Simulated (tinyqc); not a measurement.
## Doping and flat-band voltage from the body effect

Question. VT = Vfb + 2 phiF + gamma sqrt(2 phiF + Vsb), phiF = Vt ln(Na/ni), gamma = sqrt(2 q eps0 eps_r Na)/Cox, Cox = eps0 eox/tox. Find Na, gamma and Vfb from two thresholds.

Values chosen for this exercise; material values close to those of gallium arsenide:

| symbol | value | unit | meaning |
|---|---|---|---|
| T | 400 | K | temperature |
| eps_r | 12.8 |  | relative permittivity of the semiconductor |
| eox | 22.5 |  | relative permittivity of the gate insulator |
| tox | 20 | nm | insulator thickness |

Constants: q = 1.602176634e-19 C, kB = 1.380649e-23 J/K, Vt = kB T/q, eps0 = 8.8541878128e-14 F/cm where lengths are in cm. Results are converted to the units shown.

VT at Vsb = 0 and 0.6 V (V): [-0.14801558, -0.12947486]
ni = 3.0120633e9 cm^-3

Solution. The difference of the thresholds, gamma [sqrt(2 phiF + Vsb) - sqrt(2 phiF)], holds no Vfb and rises with Na, so it has one root; Vfb then follows from the first threshold.

Na = 1.40e16 cm^-3
gamma = 0.0716 V^0.5
Vfb = -1.28 V

Numbers from tinyqc (`OMP_NUM_THREADS=1 python tinyqc.py 2360024 2360025 out.jsonl`; about 0.04 s on one thread of a shared Intel Xeon 2.30GHz).
